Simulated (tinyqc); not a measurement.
# Worked calculation: undoped symmetric double-gate MOSFET, analytic potential model

tinyqc, about 0.01 s, one thread, Intel Xeon 2.30GHz (shared host): `OMP_NUM_THREADS=1 python tinyqc.py 2440077 2440078 out.jsonl` Printed values are rounded.

An undoped body of thickness ts between two equal insulators and tied gates; long channel, electrons only, n = ni exp((psi - V)/Vt) with V the quasi-Fermi potential (0 at the source, Vd at the drain), constant mobility, no quantisation. Across the body psi(x) = V - 2 Vt ln[(ts/(2 beta)) sqrt(q ni/(2 eps0 eps_r Vt)) cos(2 beta x/ts)], x from the centre. Q is the electron charge per area of the whole body.

Values chosen for this exercise; material values close to those of germanium: temperature T = 400 K; band gap Eg = 0.669 eV; relative permittivity of the semiconductor eps_r = 16.3; conduction-band density of states at T Nc = 1.59e19 cm^-3; valence-band density of states at T Nv = 9.25e18 cm^-3; relative permittivity of the gate insulator eox = 21.6; insulator thickness tox = 6.5 nm; body thickness ts = 15 nm; gate work function less that of the intrinsic body dphi = 0.12 V; channel mobility mu = 160 cm^2/(V s); gate length L = 0.5 um; gate voltage Vg = 0.25 V; drain voltage Vd = 0.05 V.

Constants: q = 1.602176634e-19 C, kB = 1.380649e-23 J/K, Vt = kB T/q, eps0 = 8.8541878128e-14 F/cm where lengths are in cm. Results are converted to the units shown.

## Constants of the body

ni = sqrt(Nc Nv) exp(-Eg/(2 Vt)), Eg in volts; r = eps_r tox/(eox ts); V0 = dphi + 2 Vt ln[(2/ts) sqrt(2 eps0 eps_r Vt/(q ni))].

ni = 7.40040e14 cm^-3
r = 0.327006
V0 = 0.371893 V

## Iteration 1: beta at the source by Newton steps

beta at the start = 1.4

With V = 0: f = ln(beta) - ln(cos beta) + 2 r beta tan(beta) - (Vg - V0)/(2 Vt); f' = 1/beta + tan(beta) + 2 r [tan(beta) + beta/cos^2(beta)]; beta(new) = beta - f/f'.

f = 9.18540
f' = 41.9986
beta after iteration 1 = 1.18129

## Iteration 2: beta at the source by Newton steps

As before.

f = 4.78520
f' = 10.2339
beta after iteration 2 = 0.713711

## Course of the iteration: beta at the source by Newton steps

Stop when beta changes by less than 1e-11, or after 40 iterations. beta must stay between 0 and pi/2.

Course of the iteration:
```
iteration      beta  |change|
1           1.18129     0.219
2          0.713711     0.468
3          0.134345     0.579
4          0.162487    0.0281
5          0.165294   2.81e-3
6          0.165315   2.14e-5
7          0.165315   1.22e-9
8          0.165315   < 1e-13
```

Converged in 8 iterations. At the end the number of correct digits about doubles with each step.

## Charges and drain current

beta_s = 0.165315
beta_d = 0.0819874

beta (between 0 and pi/2) solves (Vg - V0 - V)/(2 Vt) = ln(beta) - ln(cos beta) + 2 r beta tan(beta). Q = 8 eps0 eps_r Vt beta tan(beta)/ts; I = mu (1/L)(4 eps0 eps_r/ts)(2 Vt)^2 [g(beta_s) - g(beta_d)] per width, g = beta tan(beta) - beta^2/2 + r beta^2 tan^2(beta), with beta_s at V = 0 and beta_d at V = Vd.

Qs = 7.31771 nC/cm^2
Qd = 1.78746 nC/cm^2
g(beta_s) = 0.0141650
g(beta_d) = 0.00339091
I = 0.0630612 uA/um

The term r beta^2 tan^2(beta), which gives the square law, makes up 1.76 % of g at the source.

## Potential and electron density across the body at the source

x/ts, point 0 to 6: 0  0.1  0.2  0.3  0.4  0.45  0.5

psi(x) as above with V = 0 and beta = beta_s; n = ni exp(psi/Vt).

```
point   psi (V)   n (cm^-3)
0      0.127810  3.01711e16
1      0.127848  3.02041e16
2      0.127961  3.03035e16
3      0.128150  3.04699e16
4      0.128415  3.07051e16
5      0.128576  3.08490e16
6      0.128756  3.10109e16
```

The density at the surface is 1.03 times that at the centre (1/cos^2 beta).
